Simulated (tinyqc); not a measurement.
Debye-Callaway model of lattice thermal conductivity: one step, computed by the program tinyqc. Command: `OMP_NUM_THREADS=1 python tinyqc.py 3013198 3013199 out.jsonl callaway walk`. One thread of a shared host (Intel(R) Xeon(R) Processor @ 2.30GHz), about 0.01 s of CPU time with the checks.

Three acoustic branches with one velocity v, cut at omega_D = k_B Theta/hbar; x = hbar omega/(k_B T). v and Theta are separate inputs: Theta cuts off the heat-carrying modes, so C need not reach 3 k_B/V. gamma is an effective value that sets the umklapp rate.

Question. The integrand on a coarse grid. Rates: point defects A omega^4; umklapp B omega^2 T exp(-Theta/(b T)) with B = hbar gamma^2/(M v^2 Theta). Boundaries: v/L. x runs in ten equal steps to min(Theta/T, 12); g = x^4 e^x/(e^x - 1)^2; tau_C is the inverse of all rates summed; the last column is c tau_C g with c = (k_B/(2 pi^2 v)) (k_B T/hbar)^3.

Inputs (values chosen for the exercise, modelled on germanium):
```
quantity,value,unit
sound velocity v,4050,m/s
Debye temperature Theta,365,K
mean atomic mass M,72.63,u
effective Grueneisen parameter gamma,2.29,-
umklapp exponent divisor b,2,-
Casimir length L,91,micrometre
temperature T,150,K
```

Sample: crystal. Point defects: isotopes. Normal processes: left out.

Rayleigh coefficient A = 2.084607e-44 s^3

Constants: k_B = 1.380649e-23 J/K; hbar = 1.054571817e-34 J s; u = 1.6605390666e-27 kg.

Give: Integrand.

Answer.

Integrand:
```
x,g,tau_C (s),c tau_C g (W/(m K))
0.243,0.059,1.201e-09,92.57
0.487,0.232,3.006e-10,91.30
0.730,0.510,1.263e-10,84.21
0.973,0.876,6.553e-11,75.08
1.217,1.310,3.807e-11,65.26
1.460,1.790,2.375e-11,55.61
1.703,2.291,1.557e-11,46.66
1.947,2.789,1.060e-11,38.69
2.190,3.264,7.446e-12,31.79
2.433,3.696,5.363e-12,25.93
```

The integrand is largest at the lowest frequency shown, whose long lifetime outweighs its small heat capacity.
